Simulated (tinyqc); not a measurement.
# Contact resistivity and sheet resistance from two contact lengths

Problem. Rc = [sqrt(rc Rsh)/Wc] coth(Lc/(2 LT)), LT = sqrt(rc/Rsh), Wc = 40 nm; the second contact is twice as long as the first. Find LT, rc and Rsh.

Rc for Lc = 12 and 24 nm (ohm): 1011.47364  522.791143

Answer. With t = tanh(Lc/(2 LT)) for the shorter contact, the resistance of the longer over that of the shorter is (1 + t^2)/2. Then sqrt(rc Rsh) = Rc t Wc, and rc and Rsh follow by multiplying and dividing by LT.

LT = 32.3 nm
rc = 2.40e-9 ohm cm^2
Rsh = 230 ohm

Computed by the program tinyqc: `OMP_NUM_THREADS=1 python tinyqc.py 2170015 2170016 out.jsonl`, one thread of a shared Intel Xeon 2.30GHz, about 0.06 s for the whole run.
